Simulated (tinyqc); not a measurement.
Inside a calculation. Method: Hubbard chain of 4 sites. Computed by tinyqc, a small Python program that keeps every step. Settings: hopping = 1.99, U = 7.1, mixing = 0.2, iteration cap = 70. Command: `OMP_NUM_THREADS=1 python tinyqc.py 24917 24918 out.jsonl` (the two numbers bound the seeds that draw the settings). One thread of a shared host (Intel(R) Xeon(R) Processor @ 2.60GHz), about 0.2 s of CPU time with the checks.

one-body matrix (hopping and site energies) (eV), lower triangle:
```
           1          2          3         4
1   0.000000
2  -1.990000   0.000000
3   0.000000  -1.990000   0.000000
4   0.000000   0.000000  -1.990000  0.000000
```

U = 7.100000 eV

electrons, up and down: 3  2

n(up) at the start (a guess, not normalised): 1 1.000000, 2 0.300000, 3 1.000000, 4 0.300000

n(down) at the start (a guess): 1 0.050000, 2 0.950000, 3 0.050000, 4 0.950000

Each step fills the lowest levels of T + U n(other spin) and sets n(new) = n + mixing (n(out) - n); stop when output and input agree to 1e-8.

Course of the cycle:

| iteration | E (eV) | largest \|n(out) - n(in)\| | mean \|n_up - n_down\| |
|---|---|---|---|
| 1 | 3.45676594 | 4.64e-01 | 0.552892 |
| 2 | 3.34844970 | 3.44e-01 | 0.534878 |
| 3 | 3.26599132 | 2.61e-01 | 0.516372 |
| 4 | 3.20099280 | 2.06e-01 | 0.497941 |
| 5 | 3.14710091 | 1.70e-01 | 0.479929 |
| 6 | 3.10015173 | 1.46e-01 | 0.462478 |
| 7 | 3.05751329 | 1.30e-01 | 0.445603 |
| 8 | 3.01751202 | 1.20e-01 | 0.433709 |
| 9 | 2.97910034 | 1.12e-01 | 0.436539 |
| 10 | 2.94168649 | 1.06e-01 | 0.440104 |
| 11 | 2.90503898 | 1.02e-01 | 0.444111 |
| ... | ... | ... | ... |
| 60 | 2.50589121 | 1.19e-02 | 0.446837 |
| 61 | 2.50552691 | 1.15e-02 | 0.447110 |
| 62 | 2.50518736 | 1.11e-02 | 0.447362 |
| 63 | 2.50487083 | 1.07e-02 | 0.447596 |
| 64 | 2.50457567 | 1.03e-02 | 0.447812 |
| 65 | 2.50430039 | 9.99e-03 | 0.448012 |
| 66 | 2.50404360 | 9.65e-03 | 0.448198 |
| 67 | 2.50380401 | 9.32e-03 | 0.448370 |
| 68 | 2.50358044 | 9.01e-03 | 0.448529 |
| 69 | 2.50337179 | 8.70e-03 | 0.448677 |
| 70 | 2.50317703 | 8.41e-03 | 0.448815 |

Can the last value be used, and what does the course show?

Not by the stop rule. Not converged within 70 iterations: the residual falls steadily but slowly, by a factor of about 0.97 a step. The lowest mean-field energy found from random starts is 2.50041 eV. Reruns (cap 100 unless said): mixing 0.5: not converged; mixing 0.9: converged in 100 (E = 2.50041); the original settings with a cap of 400: not converged.
